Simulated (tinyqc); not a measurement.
Strain-driven crossing of the Gamma and L valleys in a germanium-like crystal: one step. Band edges. Four cases, with inputs chosen for the exercise.

Problem. Give the edges and the direct and indirect gaps from the top valence edge.

Edges from the unstrained valence top: Gamma at Eg + ac tr(e); an L valley with unit axis u at EgL + aL tr(e) + XuL (u.e.u - tr(e)/3), u along [111], [1-1-1], [-11-1], [-1-11]; valence edges are the levels of the 6 x 6 matrix of X, Y, Z times spin with -Dso/3 + l exx + m (eyy + ezz) on the diagonal (cyclic), n exy off it, l = av + 2 b, m = av - b, n = sqrt(3) d. Spin-orbit term (Dso/3) L.sigma on X, Y, Z with (L_k)_ij = -i epsilon_kij: <X+|H|Y+> = -i Dso/3, <X+|H|Z-> = Dso/3, <Y+|H|Z-> = -i Dso/3, <Z+|H|X-> = -Dso/3, <Z+|H|Y-> = i Dso/3, <X-|H|Y-> = i Dso/3, and their conjugates; + and - are the spin along z.

Case 1.

Values chosen (near those of Ge, gaps at low temperature; shifted at random, so the results belong to these values and not to a real crystal):
- Eg = 0.88 eV (gap at Gamma to the s-like level)
- EgL = 0.755 eV (gap to L)
- Dso = 0.294 eV (spin-orbit splitting)
- ac = -8.2 eV (conduction deformation potential)
- av = 1.25 eV (valence hydrostatic potential)
- b = -2.57 eV (tetragonal shear potential)
- d = -5.2 eV (trigonal shear potential)
- aL = -1.56 eV (hydrostatic potential of the L edge, Xd + Xu/3)
- XuL = 16.28 eV (uniaxial potential, L)

strain tensor in the cubic axes, rows x, y, z and columns alike:
$$\begin{pmatrix}
0.01400000 & 0.00000000 & 0.00000000 \\
0.00000000 & 0.01400000 & 0.00000000 \\
0.00000000 & 0.00000000 & -0.01047529
\end{pmatrix}$$

Case 2.

Values chosen (near those of Ge, gaps at low temperature; shifted at random, so the results belong to these values and not to a real crystal):
- Eg = 0.912 eV (gap at Gamma to the s-like level)
- EgL = 0.736 eV (gap to L)
- Dso = 0.29 eV (spin-orbit splitting)
- ac = -8.13 eV (conduction deformation potential)
- av = 1.25 eV (valence hydrostatic potential)
- b = -2.6 eV (tetragonal shear potential)
- d = -5.31 eV (trigonal shear potential)
- aL = -1.55 eV (hydrostatic potential of the L edge, Xd + Xu/3)
- XuL = 15.69 eV (uniaxial potential, L)

strain tensor in the cubic axes, rows x, y, z and columns alike:
$$\begin{pmatrix}
0.00600000 & 0.00000000 & 0.00000000 \\
0.00000000 & -0.00167007 & 0.00000000 \\
0.00000000 & 0.00000000 & -0.00167007
\end{pmatrix}$$

Case 3.

Values chosen (near those of Ge, gaps at low temperature; shifted at random, so the results belong to these values and not to a real crystal):
- Eg = 0.907 eV (gap at Gamma to the s-like level)
- EgL = 0.74 eV (gap to L)
- Dso = 0.295 eV (spin-orbit splitting)
- ac = -8.35 eV (conduction deformation potential)
- av = 1.26 eV (valence hydrostatic potential)
- b = -2.53 eV (tetragonal shear potential)
- d = -5.36 eV (trigonal shear potential)
- aL = -1.59 eV (hydrostatic potential of the L edge, Xd + Xu/3)
- XuL = 16.34 eV (uniaxial potential, L)

strain tensor in the cubic axes, rows x, y, z and columns alike:
$$\begin{pmatrix}
0.04870000 & 0.00000000 & 0.00000000 \\
0.00000000 & -0.01322209 & 0.00000000 \\
0.00000000 & 0.00000000 & -0.01322209
\end{pmatrix}$$

Case 4.

Values chosen (near those of Ge, gaps at low temperature; shifted at random, so the results belong to these values and not to a real crystal):
- Eg = 0.901 eV (gap at Gamma to the s-like level)
- EgL = 0.745 eV (gap to L)
- Dso = 0.288 eV (spin-orbit splitting)
- ac = -8.23 eV (conduction deformation potential)
- av = 1.24 eV (valence hydrostatic potential)
- b = -2.5 eV (tetragonal shear potential)
- d = -5.26 eV (trigonal shear potential)
- aL = -1.77 eV (hydrostatic potential of the L edge, Xd + Xu/3)
- XuL = 16.62 eV (uniaxial potential, L)

strain tensor in the cubic axes, rows x, y, z and columns alike:
$$\begin{pmatrix}
0.00200000 & 0.00000000 & 0.00000000 \\
0.00000000 & 0.00200000 & 0.00000000 \\
0.00000000 & 0.00000000 & -0.00149538
\end{pmatrix}$$

Give: Gamma edge; L edges; valence edges from the top; direct and indirect gap.

Solution.

Case 1.

Gamma edge = 0.7363 eV

L edges (eV): [111] 0.7277, [1-1-1] 0.7277, [-11-1] 0.7277, [-1-11] 0.7277

valence edges from the top (eV): [0.1058, -0.0410, -0.2930]

direct and indirect gap (eV): [0.6305, 0.6219]

The gap is indirect: Gamma lies 9 meV above the lowest L valley. The top two valence edges are 147 meV apart.

Case 2.

Gamma edge = 0.8904 eV

L edges (eV): [111] 0.7319, [1-1-1] 0.7319, [-11-1] 0.7319, [-1-11] 0.7319

valence edges from the top (eV): [0.0233, -0.0137, -0.2896]

direct and indirect gap (eV): [0.8671, 0.7086]

The gap is indirect: Gamma lies 158 meV above the lowest L valley. The top two valence edges are 37 meV apart.

Case 3.

Gamma edge = 0.7212 eV

L edges (eV): [111] 0.7046, [1-1-1] 0.7046, [-11-1] 0.7046, [-1-11] 0.7046

valence edges from the top (eV): [0.1847, 0.0343, -0.4299]

direct and indirect gap (eV): [0.5365, 0.5199]

The gap is indirect: Gamma lies 17 meV above the lowest L valley. The top two valence edges are 150 meV apart. At strains above 3 % second-order terms, left out here, matter.

Case 4.

Gamma edge = 0.8804 eV

L edges (eV): [111] 0.7406, [1-1-1] 0.7406, [-11-1] 0.7406, [-1-11] 0.7406

valence edges from the top (eV): [0.0124, -0.0056, -0.2854]

direct and indirect gap (eV): [0.8680, 0.7282]

The gap is indirect: Gamma lies 140 meV above the lowest L valley. The top two valence edges are 18 meV apart.

Computed by tinyqc, one run a case: `OMP_NUM_THREADS=1 python tinyqc.py N N+1 out.jsonl` with N = 1051335, 1051345, 1051407, 1051453; one thread of a shared Intel(R) Xeon(R) Processor @ 2.30GHz, about 0.01 s a run at most.
